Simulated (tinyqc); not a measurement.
Coherent potential approximation for a binary alloy with a semi-elliptic band: sweeps and comparisons. A value that a table varies takes the place of the one given here.

Site levels eA = -x d (share 1 - x) and eB = (1 - x) d (share x), so that their mean, the virtual crystal, is 0. Pure band: G0(z) = 2 (z - sqrt(z - W) sqrt(z + W))/W^2 with principal roots, density -Im G/pi per site. The medium has a self-energy S(z), G = G0(z - S), z = E + i eta. t_i = (e_i - S)/(1 - (e_i - S) G); the CPA demands <t> = (1 - x) tA + x tB = 0. Iteration: start at S = 0, set S(new) = S + <t>/(1 + <t> G), stop when |<t>| < 1e-9 eV.

Parameters, chosen for this exercise:
- W = 2.4 eV (half width of the pure band)
- x = 0.1 (fraction of B)
- d = 0.6 eV (eB - eA)
- eta = 0.048 eV (broadening)
- E1 = -2.5 eV (first energy)
- dE = 0.39 eV (step)
- E = 0.78 eV (energy)

## Virtual crystal, CPA and unmixed bands

Fifteen energies E1 + j dE. Virtual crystal: G0(z). Unmixed: (1 - x) G0(z - eA) + x G0(z - eB), the limit of large separate grains.

Densities (1/eV) and self-energy (eV):
```
E (eV)  virtual crystal     CPA  unmixed     Re S     Im S
-2.50            0.0132  0.0148   0.0190  -0.0156  -0.0009
-2.11            0.1216  0.1245   0.1204  -0.0177  -0.0068
-1.72            0.1798  0.1806   0.1763  -0.0169  -0.0106
-1.33            0.2156  0.2153   0.2140  -0.0157  -0.0137
-0.94            0.2388  0.2377   0.2378  -0.0143  -0.0165
-0.55            0.2530  0.2512   0.2521  -0.0125  -0.0192
-0.16            0.2594  0.2571   0.2586  -0.0103  -0.0219
0.23             0.2588  0.2561   0.2580  -0.0074  -0.0246
0.62             0.2510  0.2480   0.2502  -0.0038  -0.0272
1.01             0.2354  0.2323   0.2345   0.0012  -0.0294
1.40             0.2102  0.2076   0.2090   0.0079  -0.0308
1.79             0.1716  0.1706   0.1696   0.0170  -0.0299
2.18             0.1064  0.1111   0.1008   0.0286  -0.0227
2.57             0.0094  0.0109   0.0205   0.0258  -0.0020
2.96             0.0038  0.0039   0.0056   0.0174  -0.0006
```

d/W = 0.25. CPA and virtual crystal differ by at most 0.005 1/eV, at 2.18 eV, against a peak of 0.265 for the pure band. |Im S| is largest at 1.40 eV (Im S = -0.031 eV); where the density is near zero this is no damping of states. On these rows the CPA density keeps one maximum: the bands are amalgamated.

## Bowing of the band edge from disorder

For eta = 0 the CPA reads G = (1 - x)/(y - eA) + x/(y - eB) with y = E - W^2 G/4; the lower edge is the maximum of E(y) = y + W^2 G(y)/4 for y < eA. The virtual crystal puts it at -W. Second order: -W - 2 x (1 - x) d^2/W, from S = x (1 - x) d^2 G0(-W), G0(-W) = -2/W.

Lower edge (eV):
```
x        edge  edge + W  second order  (edge + W)/(x (1 - x))
0.05  -2.4098   -0.0098       -0.0143                 -0.2055
0.10  -2.4190   -0.0190       -0.0270                 -0.2115
0.25  -2.4435   -0.0435       -0.0563                 -0.2320
0.40  -2.4619   -0.0619       -0.0720                 -0.2581
0.50  -2.4700   -0.0700       -0.0750                 -0.2800
0.60  -2.4737   -0.0737       -0.0720                 -0.3072
0.75  -2.4683   -0.0683       -0.0563                 -0.3644
0.90  -2.4417   -0.0417       -0.0270                 -0.4633
0.95  -2.4246   -0.0246       -0.0143                 -0.5181
```

second-order coefficient = -0.3000 eV

Disorder pushes the edge below the virtual crystal, most at x = 0.6 (-74 meV). The coefficient runs from -0.206 at x = 0.05 to -0.518 eV at 0.95, against -0.300 in second order: it depends strongly on x and is largest in size where the low-lying A atoms are dilute and act as attractive impurities.

## When the band splits

x as given, d varied, eta as given. The density is taken at E = (eA + eB)/2 and at E = eA + eB = (1 - 2x) d, where S has its pole for well split bands; a gap shows as a density of the size of the broadening tail.

Between the two levels:
```
d/W  d (eV)  density at the midpoint (1/eV)  density at (1 - 2x) d (1/eV)  Im S at the midpoint (eV)
0.2    0.48                          0.2574                        0.2547                     -0.016
0.4    0.96                          0.2500                        0.2382                     -0.057
0.6    1.44                          0.2391                        0.2078                     -0.103
0.8    1.92                          0.2253                        0.1558                     -0.139
1.0    2.40                          0.2083                        0.0404                     -0.159
1.2    2.88                          0.1872                        0.0150                     -0.164
1.5    3.60                          0.1432                        0.0186                     -0.144
2.0    4.80                          0.0096                        0.0149                     -0.027
```

The midpoint density falls from 0.257 to 0.0096 1/eV; it first drops below a tenth of the pure peak (0.027) at d/W = 2. At (1 - 2x) d the density drops below that mark at d/W = 1.2, so the bands have parted by then (this mark lags the true splitting), and is least, 0.0149, at d/W = 2. For x = 1/2 the two coincide and the band splits at d = W exactly; here x = 0.1. The size of Im Sigma at the midpoint is largest at d/W = 1.2. It is a lifetime only where the density there is finite; for well separated bands, d/W above 1/(2 sqrt(x (1 - x))), S has a pole in the gap at (1 - 2x) d.

## What each parameter does

Converged values at E. Each row changes one parameter from the base and keeps the others.

Results:
```
case            Re S (eV)  Im S (eV)  density (1/eV)
base              -0.0019    -0.0282          0.2425
W = 2.64 eV       -0.0016    -0.0254          0.2237
x = 0.15          -0.0005    -0.0403          0.2413
d = 0.66 eV       -0.0037    -0.0339          0.2418
eta = 0.096 eV    -0.0016    -0.0276          0.2376
E = 1.02 eV        0.0013    -0.0295          0.2318
```

The largest shifts from the base row, up to three for each result and ties (the steps differ in size, so this ranks the rows, not the parameters). Re S (eV): E +0.0032, d -0.0018, x +0.0014. Im S (eV): x -0.0121, d -0.0058, W +0.0028. density (1/eV): W -0.0188, E -0.0107, eta -0.0050.

(tinyqc, `OMP_NUM_THREADS=1 python tinyqc.py 1451948 1451949 out.jsonl`, Intel(R) Xeon(R) Processor @ 2.30GHz, 1 thread, shared host, about 0.01 s.)
